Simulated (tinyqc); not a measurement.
Electron continuity equation in a given potential, Scharfetter-Gummel discretisation: two steps of the calculation.

Steady state in one dimension: J = q mu n E + q D dn/dx with E = -dpsi/dx and D = mu Vt, dJ/dx = q (n/tau - G), fixed densities nL and nR at the ends. The potential is given, psi = U x/L, and is not changed by the electrons.

Parameters, values chosen for the exercise; mobility close to that of indium phosphide at room temperature: temperature T = 450 K; electron mobility mu = 4990 cm^2/(V s); length of the region L = 5.5 um; density at x = 0 nL = 2.5e14 cm^-3; density at x = L nR = 2.1e13 cm^-3.

Constants: q = 1.602176634e-19 C, kB = 1.380649e-23 J/K, Vt = kB T/q. Results are converted to the units shown.

Task 1. Bernoulli factors. d_i = (psi_(i+1) - psi_i)/Vt; B(d) = d/(exp(d) - 1), B(0) = 1. The flux on interval i is J_i = (q D/h) [n_(i+1) B(d_i) - n_i B(-d_i)].

| node | psi (V) |
|---|---|
| 0 | 0.00000000 |
| 1 | 0.03222222 |
| 2 | 0.06444444 |
| 3 | 0.09666667 |
| 4 | 0.12888889 |
| 5 | 0.16111111 |
| 6 | 0.19333333 |
| 7 | 0.22555556 |
| 8 | 0.25777778 |
| 9 | 0.29000000 |

Wanted: d_i; B(d_i); B(-d_i).

Result 1.

| interval | d_i | B(d_i) | B(-d_i) |
|---|---|---|---|
| 0 | 0.83094 | 0.64142 | 1.4724 |
| 1 | 0.83094 | 0.64142 | 1.4724 |
| 2 | 0.83094 | 0.64142 | 1.4724 |
| 3 | 0.83094 | 0.64142 | 1.4724 |
| 4 | 0.83094 | 0.64142 | 1.4724 |
| 5 | 0.83094 | 0.64142 | 1.4724 |
| 6 | 0.83094 | 0.64142 | 1.4724 |
| 7 | 0.83094 | 0.64142 | 1.4724 |
| 8 | 0.83094 | 0.64142 | 1.4724 |

The largest |d_i| is 0.831, below 2, so central differences would also keep densities positive.

Task 2. Densities and current. B(d) = d/(exp(d) - 1) with d_i = (psi_(i+1) - psi_i)/Vt; b and f are the diagonal and right side of the balance equations. Solve B(-d_(i-1)) n_(i-1) + b_i n_i + B(d_i) n_(i+1) = f_i (end values already in f), then J_i = (q D/h) [n_(i+1) B(d_i) - n_i B(-d_i)], h = L/9, D = mu Vt.

| interval | B(d_i) | B(-d_i) |
|---|---|---|
| 0 | 0.64141671 | 1.4723575 |
| 1 | 0.64141671 | 1.4723575 |
| 2 | 0.64141671 | 1.4723575 |
| 3 | 0.64141671 | 1.4723575 |
| 4 | 0.64141671 | 1.4723575 |
| 5 | 0.64141671 | 1.4723575 |
| 6 | 0.64141671 | 1.4723575 |
| 7 | 0.64141671 | 1.4723575 |
| 8 | 0.64141671 | 1.4723575 |

| node | diagonal b | right side f (cm^-3) |
|---|---|---|
| 1 | -2.2622348 | -3.6808938e14 |
| 2 | -2.2622348 | 0 |
| 3 | -2.2622348 | 0 |
| 4 | -2.2622348 | 0 |
| 5 | -2.2622348 | 0 |
| 6 | -2.2622348 | 0 |
| 7 | -2.2622348 | 0 |
| 8 | -2.2622348 | -1.3469751e13 |

Give: n; J.

Result 2.

| node | n (cm^-3) |
|---|---|
| 0 | 2.5000e14 |
| 1 | 2.1525e14 |
| 2 | 1.8531e14 |
| 3 | 1.5948e14 |
| 4 | 1.3710e14 |
| 5 | 1.1746e14 |
| 6 | 9.9569e13 |
| 7 | 8.1539e13 |
| 8 | 5.9023e13 |
| 9 | 2.1000e13 |

| interval | J (A/cm^2) |
|---|---|
| 0 | -116.69 |
| 1 | -100.48 |
| 2 | -86.52 |
| 3 | -74.51 |
| 4 | -64.19 |
| 5 | -55.34 |
| 6 | -47.84 |
| 7 | -41.70 |
| 8 | -37.25 |

tinyqc, about 0.01 s, one thread, Intel Xeon 2.30GHz (shared host): `OMP_NUM_THREADS=1 python tinyqc.py 2220101 2220102 out.jsonl`
